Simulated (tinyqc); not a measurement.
## Bulk resistivity and mean free path from two films

Question. In the thick-film limit single-crystal films obey rho = rho0 (1 + 3 (1 - ps) lam/(8 d)). Find rho0, lam and the product rho0 lam.

Values chosen for this exercise:
- ps = 0.4 (specular share of surface scattering)

rho at d = 41 and 160 nm (uohm cm): 2.9454659  2.7405881

Solution. rho is a straight line in 1/d: the intercept is rho0 and the slope (3/8)(1 - ps) rho0 lam. Without ps only the product (1 - ps) lam could be found.

rho0 = 2.67 uohm cm
lam = 18.8 nm
rho0 lam = 50.2 uohm cm nm

Program tinyqc, `OMP_NUM_THREADS=1 python tinyqc.py 2100066 2100067 out.jsonl`; Intel Xeon 2.30GHz, shared host, one thread, about 0.01 s.
